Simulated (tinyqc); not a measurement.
# Threshold-voltage variability of a planar MOSFET, analytic estimates: effects of single changes

Three independent sources add in quadrature: random dopants in the depleted layer, metal-gate grains of two orientations, and roughness of the two gate edges acting through the roll-off VT = VT(long) - Vr exp(-L/l). These are first-order estimates: no three-dimensional electrostatics, no percolation.

Values chosen for this exercise; material values close to those of silicon:
- T = 300 K (temperature)
- Eg = 1.1 eV (band gap)
- eps_r = 11.7 (relative permittivity of the semiconductor)
- Nc = 2.84e19 cm^-3 (conduction-band density of states at T)
- Nv = 2.67e19 cm^-3 (valence-band density of states at T)
- Na = 2.6e18 cm^-3 (channel doping)
- ti = 2.1 nm (oxide-equivalent thickness in inversion)
- L = 25 nm (gate length)
- W = 49 nm (gate width)
- G = 15 nm (metal grain size)
- dW = 0.15 eV (work-function difference of the two grain orientations)
- p = 0.5 (share of the orientation of higher work function)
- De = 0.5 nm (rms roughness of one gate edge)
- La = 30 nm (correlation length of the roughness)
- l = 5 nm (decay length of the threshold roll-off)
- Vr = 1 V (prefactor of the roll-off)

Constants: q = 1.602176634e-19 C, kB = 1.380649e-23 J/K, Vt = kB T/q, eps0 = 8.8541878128e-14 F/cm where lengths are in cm. Results are converted to the units shown.

Each table varies one quantity; the others keep the values above.

## Scaling length and width together

ni = sqrt(Nc Nv) exp(-Eg/(2 Vt)), Eg in volts; Cox = 3.9 eps0/ti; Wd = sqrt(4 eps0 eps_r Vt ln(Na/ni)/(q Na)); dopants: s1 = (q/Cox) sqrt(Na Wd/(3 L W)). Grains: Ng = L W/G^2 (at least 1), s2 = dW sqrt(p (1 - p)/Ng). Edges, with exponential correlation and u = W/La: the mean gate length has sL^2 = 2 De^2 (2/u)[1 - (1 - exp(-u))/u]; s3 = sL (Vr/l) exp(-L/l). s = sqrt(s1^2 + s2^2 + s3^2). l and Vr are held fixed. W = 1.96 L in every row; l is held fixed.

Scaling length and width together:
```
L (nm),s1 (mV),s2 (mV),s3 (mV),s (mV),s sqrt(L W) (mV um)
16,60.138,50.223,4.9134,78.505,1.7585
20,48.110,40.179,2.1302,62.717,1.7561
24,40.092,33.482,0.92498,52.242,1.7553
30,32.073,26.786,0.26538,41.788,1.7551
37,26.005,21.718,0.062072,33.882,1.7551
45,21.382,17.857,0.011851,27.858,1.7551
55,17.495,14.610,0.0015049,22.793,1.7551
```

As L goes from 16 to 55 nm, s falls from 78.5 to 22.8 mV. The dopants are the largest source in the first and the last row. The product s sqrt(L W) stays near 1.76 mV um: s1 and s2 count independent dopants and grains, so they go as 1/sqrt(L W), and s3 is too small to matter. For L = 16 to 20 nm the gate holds under four grains, so the work function takes a few discrete values. For L = 16 to 20 nm the depletion depth exceeds L, so source and drain share much of the charge and s1 is rough.

## Effect of the oxide-equivalent thickness in inversion

Same model as above.

l and Vr are held fixed.

The same in every row: s2 (mV) = 32.14; s3 (mV) = 0.7510.

Effect of the oxide-equivalent thickness in inversion:
```
ti (nm),s1 (mV),s (mV),s sqrt(L W) (mV um)
0.8,14.66,35.34,1.237
1.2,21.99,38.95,1.363
1.6,29.32,43.52,1.523
2,36.66,48.76,1.707
2.4,43.99,54.48,1.907
2.8,51.32,60.56,2.120
3.2,58.65,66.88,2.341
```

Read the table: what changes, and by how much?

As ti goes from 0.8 to 3.2 nm, s rises from 35.3 to 66.9 mV. The largest source is the grains in the first row and the dopants in the last. s1 goes on average as ti^(1.00).

## Effect of the metal grain size

Same model as above.

l and Vr are held fixed.

The same in every row: s1 (mV) = 38.488; s3 (mV) = 0.75103.

Effect of the metal grain size:
```
G (nm),s2 (mV),s (mV),s sqrt(L W) (mV um)
2,4.2857,38.733,1.3557
3,6.4286,39.029,1.3660
5,10.714,39.959,1.3986
7,15.000,41.315,1.4460
10,21.429,44.058,1.5420
14,30.000,48.805,1.7082
20,42.857,57.608,2.0163
```

What does the comparison show?

As G goes from 2 to 20 nm, s rises from 38.7 to 57.6 mV. The largest source is the dopants in the first row and the grains in the last. At G = 20 nm the gate holds under four grains, so the work function takes a few discrete values.

Computed by the program tinyqc: `OMP_NUM_THREADS=1 python tinyqc.py 2090002 2090003 out.jsonl`, one thread of a shared Intel Xeon 2.30GHz, about 0.01 s for the whole run.
